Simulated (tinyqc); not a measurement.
Inside a calculation: sp3s* tight binding. Values are carried at full precision from step to step, so a last printed digit may differ when a step is redone from the rounded ones.

sp3s* tight binding, nearest neighbours only: anion (a) at 0, cation (c) at a/4 (1,1,1), orbitals s, px, py, pz, s* on each; k in units of 2 pi/a. With phases e_j = exp(i (pi/2) k.n_j) for n = (1,1,1), (1,-1,-1), (-1,1,-1), (-1,-1,1): g0 = (e1+e2+e3+e4)/4, g1 = (e1+e2-e3-e4)/4, g2 = (e1-e2+e3-e4)/4, g3 = (e1-e2-e3+e4)/4. The diagonal holds the levels Esa, Epa, Exa (s*) and Esc, Epc, Exc. Anion-cation block: <sa|sc> = Vss g0; <sa|xc> = Vsapc g1; <xa|sc> = -Vscpa g1; <xa|xc> = Vxx g0; <xa|yc> = <ya|xc> = Vxy g3, <xa|zc> = <za|xc> = Vxy g2, <ya|zc> = <za|yc> = Vxy g1; <s*a|xc> = Vxapc g1; <xa|s*c> = -Vpaxc g1; y and z take g2 and g3 in place of g1; s-s* and s*-s* vanish.

Constants: hbar^2/2m0 = 3.80998211 eV angstrom^2.

Parameters, chosen for this exercise (near a published set for Ge, fitted to gaps, whose masses and valley positions are rough; the results hold for these values, not for the real material):
```
symbol  value               unit      meaning
k       (0.22, 0.27, 0.01)  2 pi/a    wave vector
Esa     -5.871              eV        s level of the anion
Epa     1.608               eV        p level of the anion
Esc     -5.871              eV        s level of the cation
Epc     1.608               eV        p level of the cation
Exa     6.403               eV        s* level of the anion
Exc     6.403               eV        s* level of the cation
Vss     -6.798              eV        s-s
Vxx     1.612               eV        px-px
Vxy     4.907               eV        px-py
Vsapc   5.455               eV        s anion, p cation
Vscpa   5.455               eV        s cation, p anion
Vxapc   5.208               eV        s* anion, p cation
Vpaxc   5.208               eV        p anion, s* cation
a       5.66                angstrom  lattice constant
```

## Phase sums

Form g0 to g3 at this k.

g0, g1, g2, g3: 0.85742-0.00219i  -0.00608+0.30869i  -0.00485+0.38714i  -0.13938+0.01347i

## The Hamiltonian without spin-orbit coupling

Fill in the 10 x 10 matrix.

H(k) (eV), lower triangle (Hermitian):
```
,sa,xa,ya,za,s*a,sc,xc,yc,zc,s*c
sa,-5.8710
xa,0,1.6080
ya,0,0,1.6080
za,0,0,0,1.6080
s*a,0,0,0,0,6.4030
sc,-5.8287-0.0149i,0.0332+1.6839i,0.0265+2.1118i,0.7603+0.0735i,0,-5.8710
xc,-0.0332-1.6839i,1.3822+0.0035i,-0.6839-0.0661i,-0.0238-1.8997i,-0.0317-1.6077i,0,1.6080
yc,-0.0265-2.1118i,-0.6839-0.0661i,1.3822+0.0035i,-0.0298-1.5147i,-0.0253-2.0162i,0,0,1.6080
zc,-0.7603-0.0735i,-0.0238-1.8997i,-0.0298-1.5147i,1.3822+0.0035i,-0.7259-0.0701i,0,0,0,1.6080
s*c,0,0.0317+1.6077i,0.0253+2.0162i,0.7259+0.0701i,0,0,0,0,0,6.4030
```

## Levels at this k

Diagonalise H, which belongs to k = (0.22, 0.27, 0.01) (2 pi/a). Four bands are filled (two electrons each); give the make-up of band 5, the lowest empty one.

levels (eV): -12.2233  -3.4928  -1.3854  -0.5092  1.7558  2.6289  3.7426  4.4641  7.5774  8.1540

weights of band 5: s 0.585, p 0.334, s* 0.081

weight of band 5 on atom a = 0.500

The vertical gap at this k is 2.2651 eV; band 5 is mostly s-like.

## Levels at Gamma

At k = 0 only g0 = 1 is left and H falls into 2 x 2 blocks [[E_a, V], [V, E_c]] with roots (E_a + E_c)/2 -/+ sqrt(((E_a - E_c)/2)^2 + V^2); the s* levels stay uncoupled. The direct gap runs from the highest lower root of the p blocks to the lowest upper root.

Blocks at Gamma (eV):
```
block,E_a,E_c,V,lower root,upper root
s (Gamma1),-5.8710,-5.8710,-6.7980,-12.6690,0.9270
p (Gamma15),1.6080,1.6080,1.6120,-0.0040,3.2200
```

direct gap at Gamma = 0.9310 eV

The lowest empty level at Gamma is s-like.

## Bands near the gap

Diagonalise at L = (1/2,1/2,1/2), X = (1,0,0), W = (1,1/2,0), K = (3/4,3/4,0) and at the fractions named between them; energies from the top of the valence band at Gamma; 4 bands are filled.

Levels (eV):
```
k,level 2,level 3,level 4,level 5,level 6
L,-7.965,-1.647,-1.647,0.777,2.461
L-G 0.5,-4.719,-0.959,-0.959,1.218,2.989
G,0.000,0.000,0.000,0.931,3.224
G-X 0.2,-1.562,-0.544,-0.544,1.827,2.646
G-X 0.4,-3.702,-1.553,-1.553,1.708,2.163
G-X 0.6,-5.778,-2.469,-2.469,1.039,1.897
G-X 0.7,-6.734,-2.821,-2.821,0.865,1.661
G-X 0.8,-7.620,-3.081,-3.081,0.802,1.408
G-X 0.9,-8.429,-3.241,-3.241,0.843,1.169
X,-9.162,-3.295,-3.295,0.972,0.972
W,-9.162,-3.295,-3.295,0.972,0.972
K,-8.705,-3.545,-2.812,0.883,1.166
K-G 0.5,-5.450,-2.349,-1.017,1.560,2.187
```

On these points the lowest empty level is lowest at L, 0.777 eV above the top.

## Valleys and masses

The lowest conduction level at Gamma, at its minimum on (x,0,0) for x from 0.5 to 1, and at the point L (L, and X where the search ends there, need not be minima in this model; a zero or negative inverse mass shows it). Inverse masses m0/m = (E(+h) + E(-h) - 2 E)/(2 c q^2) with c = hbar^2/2m0, q = h 2 pi/a, h = 0.002; longitudinal along the valley axis ([100] at Gamma and Delta, [111] at L), transverse along [010] or [1-10]. A dash: the next level lies within 0.15 eV, so a single mass has no use there.

Valleys:
```
valley,x (2 pi/a),E - Ev (eV),m0/m_l,m0/m_t
Gamma,0.0000,0.9310,15.00,15.00
Delta,0.8086,0.8017,1.10,0.53
L,0.5000,0.7766,0.43,1.32
```

Of these three the lowest is L, which makes the gap indirect, 0.7766 eV. At Delta m0/m_t is 0.53. This nearest-neighbour model is fitted to gaps: it places the Delta minimum and the masses at Delta and L only roughly (transverse masses can be several times too heavy), and since its bands are flat from X to W the transverse mass grows too heavy towards X; d orbitals or second neighbours cure this.

## Checks

- Direct gap at Gamma from the blocks against the full matrix: both 0.931000.

tinyqc: `OMP_NUM_THREADS=1 python tinyqc.py 1481789 1481790 out.jsonl`; about 0.08 s, one thread, shared Intel(R) Xeon(R) Processor @ 2.30GHz.
